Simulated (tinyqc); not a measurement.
Inside a calculation. Model: six-transistor SRAM cell, nodal equations and margins.

tinyqc, about 0.2 s, one thread, Intel Xeon 2.30GHz (shared host): `OMP_NUM_THREADS=1 python tinyqc.py 2340152 2340153 out.jsonl` Printed values are rounded.

Two cross-coupled inverters (pull-down bn, pull-up bp) hold the nodes Q and QB; access transistors (ba, threshold VTn, gate on the word line at Vdd when selected) join them to the bit lines. Transistor (EKV form, voltages against the body): I = 2 n b Vt^2 [F(vp - Vs) - F(vp - Vd)] from drain to source, F(v) = ln^2(1 + exp(v/(2 Vt))), vp = (Vg - VT + sg |Vd - Vs|)/n. n-channel bodies are at 0; for the p-channel device all voltages are counted down from Vdd. b in uA/V^2 gives I in uA. For an access transistor the bit line is the drain and the node the source. In a read both bit lines are at Vdd. The cell is symmetric (no mismatch).

Parameters, values chosen for the exercise:
```
symbol,value,unit,meaning
T,400,K,temperature
Vdd,1,V,supply voltage
n,1.1,,slope factor
sg,0.1,,drain-induced barrier lowering
VTn,0.42,V,n-channel threshold
VTp,0.41,V,p-channel threshold (magnitude)
bn,620,uA/V^2,gain factor of the pull-down transistor
ba,310,uA/V^2,gain factor of the access transistor
bp,160,uA/V^2,gain factor of the pull-up transistor
```

Constants: q = 1.602176634e-19 C, kB = 1.380649e-23 J/K, Vt = kB T/q. Results are converted to the units shown.

## Iteration 1: node voltages in a read by Newton steps

(Q, QB) at the start (V): Q 0.00000, QB 1.00000

F1 = In(gate QB, drain Q) - Ip(gate QB, drain Q) - Ia(bit line, Q), F2 the same with Q and QB exchanged; J by central differences with +/- 1e-6 V; solve J d = -F, limit each component to +/- 0.15 V and add.

F1, F2 (uA): [-65.1583, 0.0003]

J (uS):

|  | Q | QB |
|---|---|---|
| F1 | 589.389 | 0.003 |
| F2 | 0.009 | 94.367 |

(Q, QB) after iteration 1 (V): Q 0.110552, QB 0.999986

## Iteration 2: node voltages in a read by Newton steps

As before.

F1, F2 (uA): [-5.90883, 0.00499]

J (uS):

|  | Q | QB |
|---|---|---|
| F1 | 482.420 | 68.879 |
| F2 | 0.158 | 76.609 |

(Q, QB) after iteration 2 (V): Q 0.122814, QB 0.999895

## Course of the iteration: node voltages in a read by Newton steps

Stop when the largest change of (Q, QB) is below 1e-9 V, or after 30 iterations. The rule counts as met only at the stable state with Q low.

Course of the iteration:

| iteration | Q (V) | largest \|change\| of one entry (V) |
|---|---|---|
| 1 | 0.110552 | 0.111 |
| 2 | 0.122814 | 0.0123 |
| 3 | 0.122971 | 1.58e-4 |
| 4 | 0.122971 | 2.78e-8 |
| 5 | 0.122971 | < 1e-13 |

Converged in 5 iterations. At the end the number of correct digits about doubles with each step.

## Read current and disturbance

(Q, QB) (V): Q 0.122971, QB 0.999888

Iread = Ia(bit line at Vdd, source Q); cell ratio bn/ba; time to pull a bit line of 20 fF down by 0.1 V at that current.

Iread = 39.9560 uA
cell ratio = 2
time = 50.0551 ps

The read lifts the low node to 123 mV, against a balance point of 479 mV.

## The largest square in the read butterfly

| point | c (V) |
|---|---|
| 0 | 0.16 |
| 1 | 0.27 |
| 2 | 0.38 |
| 3 | 0.46 |
| 4 | 0.54 |
| 5 | 0.6 |
| 6 | 0.65 |

f(x) is the node voltage of one half-cell in a read for input x (In - Ip - Ia = 0). Static noise margin: side of the largest square between the curve (x, f(x)) and its mirror image (f(y), y); with h(c) the root x of f(x) - x = c, it is the maximum over c > 0 of h(c) - h(-c) + c.

| point | h(c) (V) | h(-c) (V) | side (V) |
|---|---|---|---|
| 0 | 0.439954 | 0.543578 | 0.056376 |
| 1 | 0.427690 | 0.594586 | 0.103104 |
| 2 | 0.416189 | 0.648402 | 0.147788 |
| 3 | 0.403856 | 0.690963 | 0.172893 |
| 4 | 0.382538 | 0.739126 | 0.183412 |
| 5 | 0.357135 | 0.779564 | 0.177571 |
| 6 | 0.327950 | 0.815813 | 0.162137 |

The maximum over c is 183.4 mV, the read margin; with the word line off (no Ia) the same construction gives 363.5 mV.
